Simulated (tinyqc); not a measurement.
# Floating body of a partially depleted SOI transistor: body voltage and kink, step by step

tinyqc, about 0.2 s, one thread, Intel Xeon 2.30GHz (shared host): `OMP_NUM_THREADS=1 python tinyqc.py 2182194 2182195 out.jsonl` Printed values are rounded.

Source at 0 V. Channel current Ic = 2 nf K Vt^2 [F(0) - F(Vd)](1 + la Vd), F(V) = ln^2(1 + exp((Vg - VT - nf V)/(2 nf Vt))), VT = VT0 - gb Vb. Saturation voltage Vs = 2 Vt sqrt(F(0)) + 3 Vt, excess Ve = (Vd - Vs + sqrt((Vd - Vs)^2 + 0.0004 V^2))/2, multiplication M1 = Ai Ve exp(-Bl/Ve). Each junction passes D(v) = J1 (exp(v/Vt) - 1) + J2 (exp(v/(2 Vt)) - 1). Bipolar current Ib = bb J1 (exp(Vb/Vt) - 1). The body settles where M1 (Ic + Ib) = D(Vb) + D(Vb - Vd) + Vb/Rb; drain current Id = (1 + M1)(Ic + Ib) - D(Vb - Vd).

Inputs (values chosen for the exercise); values of the order met in partially depleted silicon-on-insulator transistors: temperature T = 300 K; threshold at zero body voltage VT0 = 0.47 V; fall of the threshold per volt of body voltage gb = 0.32; slope factor nf = 1.29; gain factor per width K = 360 uA/(V^2 um); channel-length modulation factor la = 0.09 1/V; impact-ionisation prefactor Ai = 3.59 1/V; impact-ionisation voltage Bl = 8.6 V; diffusion saturation current of each junction J1 = 6e-13 uA/um; recombination saturation current of each junction J2 = 2.4e-9 uA/um; gain of the lateral bipolar transistor on the diffusion current bb = 0.5; resistance of a weak body tie to the source (1e9 stands for no tie, and the term is then dropped) Rb = 1e9 kohm um; gate voltage Vg = 0.76 V; drain voltage Vd = 1.5 V.

Constants: q = 1.602176634e-19 C, kB = 1.380649e-23 J/K, Vt = kB T/q. Results are converted to the units shown.

Range of the model: The multiplication law is an empirical form chosen for the exercise; self-heating and capacitive coupling to the body are left out, and the linear laws are rough once Vb passes about 0.7 V or M1 about 0.1.

## Starting value

Vb = 0.74 V.

Vb at the start = 0.74 V

## Iteration 1: new Vb

Current into the body I_in = M1 (Ic + Ib) - D(Vb - Vd), current out I_out = D(Vb) + Vb/Rb; f = ln(I_in/I_out), s = df/dVb by central differences over 1e-5 V, Vb(new) = Vb - f/s.

Ic = 43.9553 uA/um
Ve = 1.01415 V
M1 = 7.55756e-4
I_in = 0.0338317 uA/um
I_out = 1.62428 uA/um
f = -3.87142
s = -39.0600 1/V
Vb after iteration 1 = 0.640885 V

## Iteration 2: new Vb

As before.

Ic = 38.8244 uA/um
Ve = 1.03872 V
M1 = 9.46022e-4
I_in = 0.0367453 uA/um
I_out = 0.0356190 uA/um
f = 0.0311310
s = -39.2726 1/V
Vb after iteration 2 = 0.641678 V

## Course of the iteration

Stop when the step is below 1e-10 V, or after 40 iterations.

Course of the iteration:

| iteration | Vb before the step (V) | step (V) |
|---|---|---|
| 1 | 0.74 | -0.0991 |
| 2 | 0.640885 | 7.93e-4 |
| 3 | 0.641678 | -5.73e-8 |
| 4 | 0.641678 | < 1e-14 |

Converged in 4 iterations.

## Drain current with floating and with grounded body

converged Vb = 0.641678 V

Id and VT at the converged Vb, Id at Vb = 0, their ratio, and the bipolar share Ib/(Ic + Ib).

VT = 0.264663 V
Id, floating = 38.9190 uA/um
Id, grounded = 13.4416 uA/um
ratio = 2.89541
bipolar share = 0.0464608 %

The body rises to 0.642 V and lowers the threshold by 205 mV.
